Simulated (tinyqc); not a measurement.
## Dose and depth of a threshold implant

Question. A sheet of D acceptors per cm^2 lies at depth xi inside the depleted layer of a body doped Na. In the depletion approximation VT = Vfb + f2 + q D/Cox + gamma sqrt(f2 + Vsb - q D xi/(eps0 eps_r)), gamma = sqrt(2 eps0 eps_r q Na)/Cox, Cox = eps0 eox/tox. Find gamma, D and xi.

Inputs (values chosen for the exercise); band and dielectric values close to those of silicon: relative permittivity eps_r = 11.6; acceptor density deep in the body Na = 7.1e15 cm^-3; relative permittivity of the gate insulator (close to silicon dioxide) eox = 3.9; insulator thickness tox = 8.5 nm; flat-band voltage Vfb = -0.54 V; band bending 2 phiF at threshold f2 = 0.684 V.

Constants: q = 1.602176634e-19 C, eps0 = 8.8541878128e-14 F/cm where lengths are in cm. Results are converted to the units shown.

VT against the source at Vsb = 0 and 2.1 V (V): 0.69103969  0.80481163

Answer. With y^2 = f2 - q D xi/(eps0 eps_r) and d the difference of the thresholds over gamma, sqrt(y^2 + Vsb) - y = d gives y = (Vsb - d^2)/(2 d). The first threshold then gives D, and y^2 gives xi.

gamma = 0.119 V^0.5
D = 1.20e12 cm^-2
xi = 16.0 nm

Computed by the program tinyqc: `OMP_NUM_THREADS=1 python tinyqc.py 2080092 2080093 out.jsonl`, one thread of a shared Intel Xeon 2.30GHz, about 0.3 s for the whole run.
